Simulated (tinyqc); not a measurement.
Worked calculation: lattice vibrations of a chain. One step of it, computed by the program tinyqc.

Problem. Dynamical matrix at q = 0.31. q is in units of 2 pi/a. A spring k from atom i to atom j, n cells on, adds k to Phi_ii and Phi_jj, -k exp(2 pi i q n) to Phi_ij and the conjugate to Phi_ji (for one atom a cell: 2k (1 - cos 2 pi q n)); D_ij = Phi_ij / sqrt(m_i m_j).

A chain moving along its axis:
```
atom   mass (u)  spring to the next atom (eV/angstrom^2)
1     57.800000                                28.400000
2     79.800000                                21.600000
3     54.800000                                21.800000
4     38.900000                                11.400000
```

Give: D(q).

Solution.

D(q) (eV/(angstrom^2 u)), lower triangle (Hermitian):
```
              1       2       3      4
1         0.689
2        -0.418   0.627
3         0.000  -0.327   0.792
4  0.089-0.224i   0.000  -0.472  0.853
```
